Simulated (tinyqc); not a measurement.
Choosing the offset: vacuum evaporation: vapour pressure, source flux, thickness distribution, purity and step coverage. Computed by tinyqc, a small Python program. Command: `OMP_NUM_THREADS=1 python tinyqc.py 3110733 3110734 out.jsonl evap walk`. One thread of a shared host (Intel(R) Xeon(R) Processor @ 2.30GHz), about 0.01 s of CPU time with the checks.

Molecular flow, unit sticking of the metal, no re-evaporation. The background gas is taken as water vapour (18.015 g/mol, collision diameter 0.37 nm) at 300 K.

Inputs (values chosen for the exercise, modelled on copper, with constants for the liquid): directionality n = 1; source-to-wafer distance h = 51 cm; wafer radius R = 7.5 cm.

Method. Rotating wafer, source offset by s and facing upwards: thickness at radius r is the mean over the angle a of (1 + (r^2 + s^2 - 2 r s cos a)/h^2)^(-(n + 3)/2), by 360 equal steps; non-uniformity (max - min)/(max + min) over 21 radii from 0 to R. The curvature at the centre vanishes at s/h = sqrt(2/(n + 3)).

Against the offset:

| s/h | centre thickness | edge over centre | non-uniformity (%) |
|---|---|---|---|
| 0.0 | 1.0000 | 0.9581 | 2.1393 |
| 0.2 | 0.9246 | 0.9641 | 1.8273 |
| 0.4 | 0.7432 | 0.9782 | 1.0999 |
| 0.5 | 0.6400 | 0.9860 | 0.7055 |
| 0.6 | 0.5407 | 0.9931 | 0.3440 |
| 0.7 | 0.4504 | 0.9993 | 0.0367 |
| 0.8 | 0.3718 | 1.0042 | 0.2091 |
| 0.9 | 0.3052 | 1.0079 | 0.3953 |
| 1.1 | 0.2047 | 1.0125 | 0.6193 |

What follows from these numbers?

The best row, s/h = 0.7, has 0.037 % against 2.1 % on the axis, at the price of a rate lower by a factor 2.22; the small-wafer optimum is sqrt(2/(n + 3)) = 0.71.

Extremes, crossings and ranges named in words are read from the listed rows.
